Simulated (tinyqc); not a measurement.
Hubbard chain of 3 sites, step by step. Computed by tinyqc, a small Python program that keeps every step. Settings: hopping = 1.11, U = 5.0, mixing = 1, iteration cap = 74. Command: `OMP_NUM_THREADS=1 python tinyqc.py 25195 25196 out.jsonl` (the two numbers bound the seeds that draw the settings). One thread of a shared host (Intel(R) Xeon(R) Processor @ 2.60GHz), about 0.2 s of CPU time with the checks. Later iterations appear only in the table of the cycle.

## Mean-field iteration 1

one-body matrix (hopping and site energies) (eV), lower triangle:
```
         1        2       3
1   0.0000
2  -1.1100   0.0000
3   0.0000  -1.1100  0.0000
```

U = 5.0000 eV

electrons, up and down: 2  2

mixing = 1

n(up) at the start (a guess, not normalised): 1 0.7170, 2 0.6170, 3 0.7170

n(down) at the start (a guess): 1 0.6170, 2 0.7170, 3 0.6170

H(up) = T + U n(down), H(down) = T + U n(up); fill the lowest levels; n(new) = n + mixing (n(out) - n); E = tr T (rho up + rho down) + U sum n_up n_down of the output.

levels, up (eV): 1.7454  3.0850  4.9246

levels, down (eV): 1.7454  3.5850  4.9246

energy = 3.7281 eV

n(up) after iteration 1: 1 0.7893, 2 0.4214, 3 0.7893

n(down) after iteration 1: 1 0.7107, 2 0.5786, 3 0.7107

## Mean-field iteration 2

As before.

levels, up (eV): 1.6192  3.5534  4.8274

levels, down (eV): 1.2073  3.9466  4.8462

energy = 3.7349 eV

n(up) after iteration 2: 1 0.6986, 2 0.6029, 3 0.6986

n(down) after iteration 2: 1 0.6236, 2 0.7528, 3 0.6236

## Mean-field iteration 3

As before.

levels, up (eV): 1.8383  3.1180  5.0437

levels, down (eV): 1.6657  3.4928  4.8415

energy = 3.7605 eV

n(up) after iteration 3: 1 0.8004, 2 0.3992, 3 0.8004

n(down) after iteration 3: 1 0.7123, 2 0.5753, 3 0.7123

## Convergence

Each step fills the lowest levels of T + U n(other spin) and sets n(new) = n + mixing (n(out) - n); stop when output and input agree to 1e-8.

Course of the cycle:
```
iteration    E (eV)  largest |n(out) - n(in)|  mean |n_up - n_down|
1          3.728139                  1.96e-01                0.1049
2          3.734930                  1.82e-01                0.0999
3          3.760474                  2.04e-01                0.1174
4          3.763957                  2.07e-01                0.1084
5          3.793002                  2.26e-01                0.1266
6          3.791904                  2.30e-01                0.1136
7          3.824001                  2.44e-01                0.1320
8          3.818092                  2.50e-01                0.1155
9          3.853538                  2.60e-01                0.1336
10         3.843343                  2.67e-01                0.1143
11         3.883182                  2.74e-01                0.1317
...             ...                       ...                   ...
64         5.528693                  6.80e-01                0.0030
65         5.466930                  6.80e-01                0.0023
66         5.513885                  6.77e-01                0.0017
67         5.478008                  6.77e-01                0.0013
68         5.505317                  6.75e-01                0.0010
69         5.484469                  6.75e-01                0.0008
70         5.500349                  6.74e-01                0.0006
71         5.488233                  6.74e-01              4.50e-04
72         5.497465                  6.73e-01              3.42e-04
73         5.490423                  6.73e-01              2.61e-04
74         5.495791                  6.73e-01              1.99e-04
```

Not converged within 74 iterations: the residual has stopped falling. The lowest mean-field energy found from random starts is 3.23374 eV. Reruns (cap 100 unless said): mixing 0.2: not converged; mixing 0.5: not converged; mixing 0.9: not converged; the original settings with a cap of 400: not converged.

## The many-body Hamiltonian

Basis: all placements (u, d, 2, 0 on each site), up operators ordered before down ones; hops carry the sign of the same-spin electrons passed.

H (eV), lower triangle:
```
         220      2ud      u2d      2du      202      ud2      d2u      du2
220  10.0000
2ud  -1.1100   5.0000
u2d   0.0000  -1.1100   5.0000
2du  -1.1100   0.0000   0.0000   5.0000
202   0.0000  -1.1100   0.0000  -1.1100  10.0000
ud2   0.0000   0.0000  -1.1100   0.0000  -1.1100   5.0000
d2u   0.0000   0.0000   0.0000  -1.1100   0.0000   0.0000   5.0000
du2   0.0000   0.0000   0.0000   0.0000  -1.1100   0.0000  -1.1100   5.0000
022   0.0000   0.0000   0.0000   0.0000   0.0000  -1.1100   0.0000  -1.1100

         022
022  10.0000
```

## Exact diagonalisation (9 states)

Lowest levels of the sector, and the double occupancy of the lowest state.

lowest levels (eV): 2.8320  3.4302  4.5480  5.0000  5.9078  6.5698

double occupancy per site = 0.3621

## The lowest level by Lanczos steps

From a random start vector (not printed): a_j = <q_j|H|q_j>, b_j = norm of the remainder after orthogonalising; the Ritz value is the lowest eigenvalue of the tridiagonal matrix of a and b so far.

Lanczos:
```
j  a_j (eV)  b_j (eV)  lowest Ritz value (eV)
1    5.9938    1.9614                5.993785
2    7.9129    2.7232                4.769761
3    6.1094    0.7744                3.510377
4    7.5692    2.6217                3.450151
5    8.6303    1.7049                3.421653
6    5.3018    1.8361                3.400918
7    6.7892    2.8701                3.324120
8    6.9455    0.4709                2.852310
9    4.7479  5.59e-11                2.832026
```
